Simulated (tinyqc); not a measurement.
## Poole-Frenkel parameters from three currents

Problem. Poole-Frenkel conduction in an insulator follows J = s0 F exp[-(pt - sqrt(q F/(pi eps0 ei)))/Vt], Vt = kB T/q, F in V/cm. Find ei, pt and s0.

Constants: q = 1.602176634e-19 C, kB = 1.380649e-23 J/K, eps0 = 8.8541878128e-14 F/cm where lengths are in cm. Results are converted to the units shown.

J at (1.12 MV/cm, 400 K), (4.5 MV/cm, 400 K) and (4.5 MV/cm, 450 K) (A/cm^2): 1.6053673e-7  0.027817441  0.22313840

Answer. The two fields give the lowering coefficient and so ei; the two temperatures give the lowered barrier, to which the lowering is added back.

ei = 4.81
pt = 1.38 eV
s0 = 0.850 S/cm

Program tinyqc, `OMP_NUM_THREADS=1 python tinyqc.py 2370064 2370065 out.jsonl`; Intel Xeon 2.30GHz, shared host, one thread, about 0.01 s.
